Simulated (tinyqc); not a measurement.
Worked calculation: mobility of a non-polar semiconductor in the relaxation-time approximation. Computed by tinyqc, a small Python program that keeps every step. Command: `OMP_NUM_THREADS=1 python tinyqc.py 3009308 3009309 out.jsonl rta walk`. One thread of a shared host (Intel(R) Xeon(R) Processor @ 2.30GHz), about 0.01 s of CPU time with the checks. Intermediate numbers are printed to about 6 digits and carried at full precision; extremes and crossings named in words are read from the listed rows.

Each valley is treated as a sphere of mass m_d for states and rates, with one isotropic relaxation time; the conductivity mass m_c sets the current.

Inputs (values chosen for the exercise, modelled on electrons in silicon):
```
quantity,value,unit
longitudinal mass m_l,0.901,m_0
transverse mass m_t,0.194,m_0
equivalent valleys Z,6,-
non-parabolicity alpha,0.55,1/eV
static permittivity eps_s,11.7,-
density rho,2329,kg/m^3
sound velocity v_l,9290,m/s
acoustic deformation potential D_A,10,eV
phonon energy hbar w,58.5,meV
optical or intervalley deformation potential D_o,4.8,1e8 eV/cm
final valleys Z_f,5,-
carrier density n,3.2e+18,1/cm^3
compensation ratio C,0,-
temperature T,300,K
```

Band: Kane. Impurity formula: Brooks-Herring. Further scattering: none.

Constants: k_B = 8.617333262e-05 eV/K; m_0 = 9.1093837015e-31 kg; e = 1.602176634e-19 C; hbar = 1.054571817e-34 J s; eps_0 = 8.8541878128e-12 F/m; k_B = 1.380649e-23 J/K; hbar = 6.582119569e-16 eV s.

## Masses

m_d = (m_l m_t^2)^(1/3); 1/m_c = (1/m_l + 2/m_t)/3; Hall mass factor A = 3 K_m (K_m + 2)/(2 K_m + 1)^2, K_m = m_l/m_t; N_I = n (1 + C)/(1 - C).

density-of-states mass m_d = 0.323675 m_0

conductivity mass m_c = 0.262716 m_0

Hall mass factor A = 0.874536

ionised impurity density N_I = 3.20e+18 1/cm^3

## Fermi level and screening

Kane band: hbar^2 k^2/(2 m) = E (1 + alpha E), speed v = hbar k/(m (1 + 2 alpha E)), states per spin, volume and energy g(E) = m k (1 + 2 alpha E)/(2 pi^2 hbar^2); overlap factors are set to 1. Here m = m_d. Masses are multiplied by m_0 and all formulas are in SI units. The reduced Fermi level eta = E_F/(k_B T) solves n = 2 Z int g f dE with f = 1/(1 + exp(x - eta)) (Z = 1 unless valleys are given); screening length L_s = sqrt(eps_s eps_0 k_B T/(e^2 dn/deta)), dn/deta = 2 Z int g f (1 - f) dE. Integrals over x = E/(k_B T) use 160 Gauss-Legendre points in u = sqrt(x) from 0 to sqrt(max(eta, 0) + 32).

reduced Fermi level eta = -2.17417

screening length L_s = 2.32801 nm

The gas is non-degenerate (eta < -2), and L_s is close to the Debye length.

## Rates at a few energies

Phonon occupation N_q = 1/(exp(hbar w/(k_B T)) - 1). Acoustic deformation potential (elastic, equipartition, absorption and emission together): 1/tau = 2 pi k_B T D_A^2 g(E)/(hbar rho v_l^2). Optical or intervalley deformation potential: 1/tau = (pi Z_f D_o^2/(rho w)) [N_q g(E + hbar w) + (N_q + 1) g(E - hbar w)], with g = 0 below the band edge. Each optical term is multiplied by (1 - f(E'))/(1 - f(E)), E' the final energy, for Pauli blocking. Singly charged impurities, momentum relaxation: 1/tau = N_I e^4 m (1 + 2 alpha E) Phi/(8 pi (eps_s eps_0)^2 hbar^3 k^3), with alpha = 0 for a parabolic band. Brooks-Herring: Phi = ln(1 + b) - b/(1 + b), b = 4 k^2 L_s^2.

Rates (1e12/s) at E = (max(eta, 0) + 0.5, 1, 2, 4) k_B T:
```
E (meV),acoustic,optical,ionised impurity
12.926,1.42771,0.63641,28.0411
25.852,2.05460,0.68719,17.9653
51.704,3.00685,0.79294,10.0674
103.408,4.54270,5.34828,5.1331
```

## Mobility for each process alone

mu = (m_d/m_c) (2 Z e/(3 n k_B T)) int g v^2 tau f (1 - f) dE. Averages over x are split at the emission threshold x_0 = hbar w/(k_B T): 64 Gauss-Legendre points in sqrt(x) below it and 128 in sqrt(x - x_0) above it, up to x = max(eta, 0) + 32.

acoustic mobility = 2182.21 cm^2/(V s)

optical mobility = 5272.49 cm^2/(V s)

ionised impurity mobility = 792.079 cm^2/(V s)

## All processes together

Rates are added at each energy before the average. With <y> = int g v^2 y f (1 - f) dE: Hall factor r_H = A (3 n k_B T/(2 Z m_d)) <tau^2/(1 + 2 alpha E)>/<tau>^2 (alpha = 0 for a parabolic band); Hall mobility r_H mu; |S| = (k_B/e) (<x tau>/<tau> - eta); resistivity 1/(n e mu).

drift mobility mu = 386.599 cm^2/(V s)

Hall factor r_H = 0.903631

Hall mobility = 349.343 cm^2/(V s)

Seebeck coefficient |S| = 414.399 microvolt/K

resistivity = 0.00504520 ohm cm

Taking r_H = 1 in a Hall measurement would give a density 1.11 times the true one. Caution: above a few 1e18 per cm^3 the Born approximation, static screening and an unperturbed band are rough; measured mobilities are usually lower.

## Matthiessen's rule against the full average

Matthiessen's rule adds 1/mu of the separate processes.

Separate mobilities:
```
process,mu (cm^2/(V s)),share of the sum of 1/mu (%)
acoustic,2182.21,23.9870
optical,5272.49,9.9279
ionised impurity,792.08,66.0851
```

mobility by Matthiessen's rule = 523.446 cm^2/(V s)

excess of Matthiessen's rule over the full mu = 35.3977 %

The rule gives 523.4 against the full 386.6, 35.4 % too high; it can only overestimate, since each separate average is carried by the energies where that process is weak. The largest shares are ionised impurity (66 %) and acoustic (24 %).

Checks made by the program: the sum rule (2 Z/(3 k_B T)) int g v^2 (1 + 2 alpha E) f (1 - f) dE = n/m_d (relative difference below 1e-10).
